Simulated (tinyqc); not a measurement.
Two-step dopant diffusion (predeposition and drive-in) with a constant diffusivity. From junction depth x_j back to drive-in time t2. Computed by tinyqc, a small Python program. Command: `OMP_NUM_THREADS=1 python tinyqc.py 3001298 3001299 out.jsonl dopdiff inv`. One thread of a shared host (Intel(R) Xeon(R) Processor @ 2.30GHz), about 0.06 s of CPU time with the checks.

Fick diffusion into a half space x > 0 whose background doping C_B is of the opposite type, so that a junction lies where C = C_B.

Inputs (values chosen for the exercise, modelled on antimony in silicon):
```
quantity,value,unit
prefactor D0,3.88,cm^2/s
activation energy E,3.86,eV
surface concentration C_s,2.3e+19,1/cm^3
background doping C_B,1.1e+15,1/cm^3
predeposition temperature T1,925,C
predeposition time t1,5,min
drive-in temperature T2,1175,C
```

Furnace ramps of the drive-in: none.

Constants: k_B = 8.617333262e-05 eV/K.

Method:
- D = D0 exp(-E/(k_B T)).
- Temperatures in kelvin are T(C) + 273.15.
- Times in seconds are 60 times the minutes.
- (Dt)2 = D2 t2, t2 in seconds.
- C = C_s erfc(x/(2 sqrt(D1 t1))); dose Q = 2 C_s sqrt(D1 t1/pi); the junction solves erfc(z) = C_B/C_s with x_j = 2 z sqrt(D1 t1).
- With a sealed surface and a thin source, C = Q/sqrt(pi (Dt)2) exp(-x^2/(4 (Dt)2)); x_j = 2 sqrt((Dt)2 ln(C(0)/C_B)); gradient at the junction |dC/dx| = C_B x_j/(2 (Dt)2).

Question. A run gave the result below. Find the drive-in time t2, known to lie between 330 and 860 min.

junction depth x_j = 2.639475 um

Answer.

Each step takes the trial c = (a f_b - b f_a)/(f_b - f_a), f being the result less the target and a, b, c the logarithms of the listed values; c replaces end b, the old b replaces a if the sign of f changed, and otherwise f_a is halved.

Scan of the range:
```
drive-in time t2 (min),junction depth x_j (um)
330,2.17467
387,2.33243
454,2.50153
533,2.68324
625,2.87605
733,3.08228
860,3.30313
```

False position (Illinois rule, in the logarithm of the input) inside the bracket:
```
step,end a,end b,trial,junction depth x_j (um)
1,454.000,533.000,512.800,2.63835
2,533.000,512.800,513.296,2.63947
3,533.000,513.296,513.304,2.63948
4,513.296,513.304,513.300,2.63948
```

Junction depth x_j rises at every point of a 13-point scan of the range (every second point is shown), so one value fits; it is bracketed by 454 and 533. Answer: drive-in time t2 = 513.3 min.

Caution: C_s exceeds the intrinsic carrier density of silicon at the predeposition temperature (2e18 to 1e19 per cm^3), where real diffusivities rise with concentration and profiles turn box-like.
